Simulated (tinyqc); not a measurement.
Length of a polyene: Hueckel, PPP and singles CI along the polyenes. Computed by the program tinyqc. Hueckel uses the same beta without repulsion; CIS keeps all single excitations and so misses the low, doubly excited 2Ag state. W is the valence ionisation energy of a centre, MN the Mataga-Nishimoto formula, f the oscillator strength.

All-trans chains of carbon centres 1.40 angstrom apart:

| parameter | value |
|---|---|
| beta (eV), times 1 +/- alternation | -2.590000 |
| alternation | 0.050000 |
| W (eV) | 11.160000 |
| gamma_rr (eV) | 9.570000 |
| repulsion formula | MN |

Gaps and excitations (eV):

| centres | Hueckel gap | PPP orbital gap | bright singlet (CIS) | f | lowest triplet (CIS) |
|---|---|---|---|---|---|
| 2 | 5.439 | 10.396 | 7.745 | 0.664 | 3.133 |
| 4 | 3.509 | 7.927 | 5.485 | 1.118 | 2.048 |
| 6 | 2.630 | 6.692 | 4.404 | 1.580 | 1.550 |
| 8 | 2.132 | 5.951 | 3.765 | 2.020 | 1.276 |
| 10 | 1.813 | 5.459 | 3.343 | 2.436 | 1.108 |

What does the comparison show, and why?

The Hueckel gap tends to 4 x alternation x |beta| = 0.52 eV for long chains. Exchange opens the PPP orbital gap, and the attraction of electron and hole brings the bright state 2.12 eV below it at 10 centres; the triplet lies 2.23 eV lower still.
